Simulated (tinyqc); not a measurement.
Self-heating of a transistor with one or more fingers, with temperature-dependent conductivity: one step, computed by the program tinyqc.

N long parallel fingers lie on the top face of a slab whose bottom is held at T_0; the top is otherwise insulated, and heat flows in two dimensions. P in W/mm is 1000 P in W/m.

Task: Correction for the falling conductivity. Kirchhoff transformation for kappa = kappa_0 (T/T_0)^-m: T = T_0 [1 - (m - 1) theta/T_0]^(-1/(m - 1)), where theta is the linear rise. The bracket vanishes at the power P T_0/((m - 1) theta).

Inputs (values chosen for the exercise, modelled on gallium oxide): exponent m in kappa ~ T^-m = 1.29; base temperature T_0 = 300 K; power per gate width P = 0.3 W/mm.

Power: power rises with temperature.

largest theta = 36.54948 K

Give: peak temperature; true rise; true rise / linear rise; power at which the formula diverges.

Result:

peak temperature = 339.6 K

true rise = 39.62 K

true rise / linear rise = 1.084

power at which the formula diverges = 8.491 W/mm

The falling conductivity adds 8.4 % to the rise.
